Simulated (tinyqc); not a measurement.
How many bands a k.p model needs: band 4 from Gamma to L: k.p theory built from an empirical-pseudopotential calculation at Gamma.

Empirical pseudopotential on the fcc lattice, atoms at +/- tau, tau = a (1,1,1)/8, no spin-orbit coupling. H(G,G') = c (2 pi/a)^2 |k + G|^2 delta + VS(q) cos(q.tau) + i VA(q) sin(q.tau), q = G - G', c = hbar^2/2m0; k and G in units of 2 pi/a; VS at |q|^2 = 3, 8, 11 and VA at 3, 4, 11, in rydberg, zero elsewhere. The basis is fixed: all 65 G with |G|^2 up to Gcut. Energies are counted from the fourth level at Gamma.

k.p in the lowest n states at Gamma: H_nm = (E_n + c k^2) delta + 2 c k.<n|G|m>, k in 1/angstrom; with all states of the basis it is exact.

Constants: hbar^2/2m0 = 3.80998211 eV angstrom^2; Ry = 13.60569312 eV.

Parameters, chosen for this exercise (near those of Si; the results hold for these values, not for the real material):
```
symbol  value                  unit        meaning
a       5.429                  angstrom    lattice constant
VS      (-0.21, 0.039, 0.082)  Ry          symmetric form factors
VA      (0, 0, 0)              Ry          antisymmetric form factors
Gcut    16                     (2 pi/a)^2  largest |G|^2 of the fixed basis
```

Band 4 (counted from below) at k = f (0.5, 0.5, 0.5) 2 pi/a; n ends on whole multiplets.

Energies (eV):
```
f       n = 8  n = 15  n = 27  n = 65 (exact)
0.000   0.000   0.000   0.000           0.000
0.125  -0.028  -0.079  -0.081          -0.081
0.250  -0.090  -0.274  -0.284          -0.284
0.375  -0.139  -0.512  -0.532          -0.533
0.500  -0.136  -0.735  -0.771          -0.773
0.625  -0.055  -0.916  -0.971          -0.975
0.750   0.120  -1.038  -1.116          -1.124
0.875   0.396  -1.095  -1.200          -1.213
1.000   0.781  -1.082  -1.219          -1.241
```

With n = 8 the band stays within 0.05 eV of the exact one at Gamma only (error at L: +2.022 eV). With n = 15 the band stays within 0.05 eV of the exact one up to f = 0.500 (error at L: +0.159 eV). With n = 27 the band stays within 0.05 eV of the exact one over the whole line (error at L: +0.021 eV). A smaller basis can only raise a level.

(tinyqc, `OMP_NUM_THREADS=1 python tinyqc.py 1050651 1050652 out.jsonl`, Intel(R) Xeon(R) Processor @ 2.30GHz, 1 thread, shared host, about 0.3 s.)
